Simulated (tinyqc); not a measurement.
Changing the particle radius R: a particle near a wafer in liquid: double-layer and van der Waals forces (DLVO), deposition barrier and removal. Computed by tinyqc, a small Python program. Command: `OMP_NUM_THREADS=1 python tinyqc.py 3110743 3110744 out.jsonl dlvo sweep`. One thread of a shared host (Intel(R) Xeon(R) Processor @ 2.30GHz), about 0.01 s of CPU time with the checks.

Sphere and flat wall, Derjaguin approximation, constant potentials in the linear-superposition form, no retardation and no hydration force.

Inputs (values chosen for the exercise, of the order of those for polymer latex on silicon in water):

| quantity | value | unit |
|---|---|---|
| Hamaker constant A | 1.7e-20 | J |
| potential of the particle psi_1 | 54 | mV |
| potential of the wafer psi_2 | -35 | mV |
| salt concentration c | 0.056 | mol/L |
| valence z of the symmetric salt | 1 | - |
| temperature T | 298 | K |
| dielectric constant of the liquid | 78.4 | - |
| contact distance h0 | 0.4 | nm |
| contact radius over R | 0.12 | - |
| viscosity | 0.77 | mPa s |

Constants: e = 1.602176634e-19 C; N_A = 6.02214076e+23 1/mol; eps_0 = 8.8541878128e-12 F/m; k_B = 1.380649e-23 J/K; k_B = 8.617333262e-05 eV/K.

Method. kappa^2 = 2 z^2 e^2 N_A (1000 c)/(eps eps_0 k_B T); gamma_i = tanh(z e psi_i/(4 k_B T)); Z = 64 pi eps eps_0 (k_B T/(z e))^2 gamma_1 gamma_2. Adhesion F_a = A R/(6 h0^2) [1 + a^2/(R h0)] - kappa Z R exp(-kappa h0), a the contact radius. Drag in a shear flow F_d = 1.7 x 6 pi mu R^2 G, acting at 1.4 R; rolling starts when 1.4 R F_d = a F_a. Wall shear stress = mu G.

One run for each value:

| particle radius R (nm) | wall shear stress for rolling (Pa) | net adhesion F_a (pN) | kappa R |
|---|---|---|---|
| 5 | 15620 | 1.460e+02 | 3.893e+00 |
| 11 | 8030 | 3.633e+02 | 8.565e+00 |
| 22 | 4868 | 8.808e+02 | 1.713e+01 |
| 47 | 3186 | 2.631e+03 | 3.659e+01 |
| 100 | 2401 | 8.976e+03 | 7.786e+01 |
| 210 | 2037 | 3.358e+04 | 1.635e+02 |
| 450 | 1860 | 1.408e+05 | 3.504e+02 |
| 950 | 1778 | 6.001e+05 | 7.397e+02 |
| 2000 | 1740 | 2.602e+06 | 1.557e+03 |

Describe and explain the trends.

Over the rows, wall shear stress for rolling (Pa) falls from 15600 to 1740 (exponent d ln y / d ln x -0.84 between the first rows and -0.029 between the last); net adhesion F_a (pN) rises from 146 to 2.60e6 (exponent d ln y / d ln x 1.2 between the first rows and 2.0 between the last); kappa R rises from 3.89 to 1560 (exponent d ln y / d ln x about 1.0 throughout). At the high end the exponent of wall shear stress for rolling is -0.03, close to 0: the flattened contact adds adhesion as R^2. The smallest particle needs 8.98 times the shear stress of the largest.

Extremes, crossings and ranges named in words are read from the listed rows.
